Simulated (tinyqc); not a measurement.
# Scattering of inversion-layer electrons by surface optical phonons of the gate insulator (remote phonon scattering), step by step

A worked calculation. Computed by tinyqc, a small Python program that keeps every step. Command: `OMP_NUM_THREADS=1 python tinyqc.py 3112398 3112399 out.jsonl sophonon walk`. One thread of a shared host (Intel(R) Xeon(R) Processor @ 2.30GHz), about 0.02 s of CPU time with the checks. Intermediate numbers are printed to about 6 digits and carried at full precision; extremes and crossings named in words are read from the listed rows.

One subband with the Fang-Howard envelope; insulator and channel are half-spaces, the gate is far away, and an interlayer only moves the polar surface away by t (its own modes and its permittivity contrast are left out).

Inputs (values chosen for the exercise, modelled on Al2O3 on silicon):
```
quantity                                   value        unit
static constant of the insulator eps_0s     12.8           -
intermediate constant eps_i                 7.27           -
optical constant eps_inf                    3.18           -
hbar omega_TO1                              49.4         meV
hbar omega_TO2                              71.2         meV
constant of the channel eps_s               11.7           -
in-plane mass m                            0.193         m_0
valleys g_v                                    2           -
sheet density n                          7.9e+12      1/cm^2
mean distance of the electrons z0 = 3/b      1.8          nm
interlayer thickness t                         0          nm
temperature T                                250           K
electron energy E                            120         meV
mobility from other processes                680  cm^2/(V s)
```

Screening by the channel electrons: static.

Constants: k_B = 8.617333262e-05 eV/K; hbar^2/(2 m_0) = 3.80998212 eV angstrom^2; e^2/(4 pi eps_0) = 14.39964548 eV angstrom; hbar = 6.582119569e-16 eV s; e = 1.602176634e-19 C; m_0 = 9.1093837015e-31 kg.

## Surface modes and strengths

eps(w) = eps_inf + (eps_0s - eps_i) w1^2/(w1^2 - w^2) + (eps_i - eps_inf) w2^2/(w2^2 - w^2). Surface modes solve eps(w) + eps_s = 0, a quadratic in w^2; the strength of a mode is g = 2/(w d eps/dw). Occupation N = 1/(exp(hbar w/(k_B T)) - 1).

hbar omega_SO (meV): 1 54.6263, 2 82.6203

strengths g: 1 0.0066459, 2 0.0197421

occupations N: 1 0.0860246, 2 0.0220765

hbar omega g (2 N + 1) (meV): 1 0.42550, 2 1.70312

The upper mode has the larger hbar omega g N, the prefactor of absorption before the dependence on q: 0.0312 and 0.0360 meV.

## The electron gas

Density of states D = g_v m/(pi hbar^2); eta = E_F/(k_B T) = ln(exp(n/(D k_B T)) - 1); screening wave number q_s = e^2 D/(2 eps_0 eps_avg) x 1/(1 + exp(-eta)), eps_avg = (eps_s + eps_inf)/2; b = 3/z0.

D = 1.61244e+14 1/(eV cm^2)

eta = 2.16564

q_s = 1.75912 1/nm

b = 1.66667 1/nm

## Squared matrix elements

For a mode of strength g, without the occupation factor, Area x |M(q)|^2 = e^2 hbar w g/(2 eps_0 q) x (b/(b + q))^6 exp(-2 q t) / (1 + (q_s/q) H(q))^2, H = (1 + 9 x/8 + 3 x^2/8)/(1 + x)^3, x = q/b.

Area x |M|^2 (meV^2 nm^2):
```
q (1/nm)  (b/(b + q))^6  exp(-2 q t)   mode 1   mode 2
0.05           0.837484            1   46.779  210.172
0.10           0.704961            1   82.171  369.183
0.20           0.506631            1  125.589  564.259
0.30           0.370432            1  142.502  640.246
0.50           0.207176            1  133.251  598.684
0.80           0.095155            1   88.323  396.824
1.20           0.038622            1   42.484  190.875
```

## Rates at the energy E

Approximate momentum relaxation rate, taking tau v alike in the initial and final states: 1/tau = (m/(2 pi hbar^3)) sum over modes and over absorption (N, E' = E + hbar w) and emission (N + 1, E' = E - hbar w > 0) of [(1 - f(E'))/(1 - f(E))] int_0^(2 pi) Area |M(q)|^2 (1 - cos theta) d theta, q^2 = k^2 + k'^2 - 2 k k' cos theta, f the Fermi function; 48 midpoints in theta from 0 to pi.

rates (1/ps): mode 1 absorption 0.010394, mode 1 emission 0.151364, mode 2 absorption 0.010806, mode 2 emission 0.424076

tau at E = 1676.05 fs

## Mobility

mu = (e/m) int tau E f (1 - f) dE/(k_B T int f dE), by 300 midpoints from 0 to (max(eta, 0) + 14) k_B T; Matthiessen sum with the other processes.

remote-phonon mobility = 57357.7 cm^2/(V s)

total mobility = 672.033 cm^2/(V s)

loss of mobility = 1.17165 %

Caution: a relaxation time is only an approximation for inelastic scattering, and static or no screening brackets the true dynamic screening only roughly.

## What an interlayer buys

The formulas are those given above.

Against the interlayer thickness:
```
t (nm)  remote-phonon mobility (cm^2/(V s))  total (cm^2/(V s))
0.0                             5.73577e+04             672.033
0.3                             9.82479e+04             675.326
0.6                             1.65187e+05             677.212
1.0                             3.20502e+05             678.560
1.5                             6.97977e+05             679.338
2.0                             1.43652e+06             679.678
3.0                             5.20581e+06             679.911
```

1 nm of interlayer raises the remote-phonon mobility by a factor 5.59, as exp(2 q t) with an effective q of 0.86 per nm; between 2 and 3 nm the effective q is 0.64. The total goes from 672 to 679 over the first nanometre.

Checks made by the program: sum of strengths against 1/(eps_s + eps_inf) - 1/(eps_s + eps_0s) (relative difference below 1e-10).
